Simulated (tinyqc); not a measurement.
What each parameter does: overlap of hydrogenic dopants: pairs, impurity band and the Mott density.

Ry* = Ry m/eps^2, aB = a0 eps/m. For 1s orbitals a distance rho = R/aB apart, in Ry*: overlap S = exp(-rho)(1 + rho + rho^2/3), J = (2/rho)(1 - (1 + rho) exp(-2 rho)) (attraction to the other ion), Kx = 2 (1 + rho) exp(-rho) (exchange of one electron). One electron on a pair has E = -1 - (J +/- Kx)/(1 +/- S), without the repulsion 2/rho of the ions. Hopping after orthogonalisation: t = (Kx - S J)/(1 - S^2), half the splitting. Dopants on a lattice with z neighbours, n = (3 sqrt3/4)/R^3 (bcc), give a band of width B = 2 z t, as on any lattice of two interpenetrating sublattices. Valleys, central cells and disorder are left out.

Constants: Ry = 13.60569312 eV; a0 (Bohr radius) = 0.5291772105 angstrom.

Values chosen for the exercise (an isotropic mass and dielectric constant of the size used for donors in GaN; shifted at random, so the results belong to these values and not to a real crystal):
```
symbol  value   unit    meaning
m       0.21    m0      mass
eps     9.3             dielectric constant
rho     3.5     aB      distance of a pair
N       0.0079  1/aB^3  dopant density
z       8               neighbours in the dopant lattice
```

At fixed N in units of 1/aB^3 and fixed rho: Ry*, 2t of the pair, B of the lattice and the density in 1e18/cm^3 (1/angstrom^3 = 1e24/cm^3).

One parameter was then changed.

Results before and after:
```
case     Ry* (meV)  2t (meV)  B (meV)  density (1e18/cm^3)
base        33.035    8.8021   15.390               0.6138
changed     36.338    9.6823   16.929               0.8170
```

Which of these changes was made? (a) N = 0.0119 1/aB^3; (b) m = 0.231 m0; (c) eps = 10.23; (d) rho = 4 aB.
Answer: (b) m = 0.231 m0. Of the candidates, run in turn, only this one gives the changed row.

All candidates:
```
case               Ry* (meV)  2t (meV)  B (meV)  density (1e18/cm^3)
base                  33.035    8.8021   15.390               0.6138
m = 0.231 m0          36.338    9.6823   16.929               0.8170
eps = 10.23           27.302    7.2744   12.719               0.4612
rho = 4 aB            33.035    6.0770   15.390               0.6138
N = 0.0119 1/aB^3     33.035    8.8021   26.792               0.9246
```

tinyqc: `OMP_NUM_THREADS=1 python tinyqc.py 1480605 1480606 out.jsonl`; about 0.01 s, one thread, shared Intel(R) Xeon(R) Processor @ 2.30GHz.
